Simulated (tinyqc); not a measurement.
Inside a calculation. Method: coupled-perturbed Hartree-Fock on RHF in the sto-3g basis, for H2, spin multiplicity 1. The polarisability along this axis is zero because the basis has no function that the field can mix in; the real value is not. One step of it, computed by the program tinyqc.

Task: Iteration 2 (converged): orbitals. Diagonalise F' = X^T F X, C = X C', fill 1 alpha and 1 beta electrons from the bottom; D = 2 C_occ C_occ^T. Each column has its largest component positive (the first on a tie).

converged F (hartree):
```
,1H 1s,2H 1s
1H 1s,-0.244873,-0.474800
2H 1s,-0.474800,-0.244873
```

X:
```
,1,2
1H 1s,0.992456,0.578824
2H 1s,-0.992456,0.578824
```

Give: F' = X^T F X; orbital energies; coefficients C; D after iteration 2.

Result:

F' = X^T F X (hartree):
```
,1,2
1,0.4529,0.0000
2,0.0000,-0.4822
```

orbital energies (hartree): MO1 -0.4822, MO2 0.4529

coefficients C:
```
,MO1,MO2
1H 1s,0.5788,0.9925
2H 1s,0.5788,-0.9925
```

D after iteration 2:
```
,1H 1s,2H 1s
1H 1s,0.6701,0.6701
2H 1s,0.6701,0.6701
```
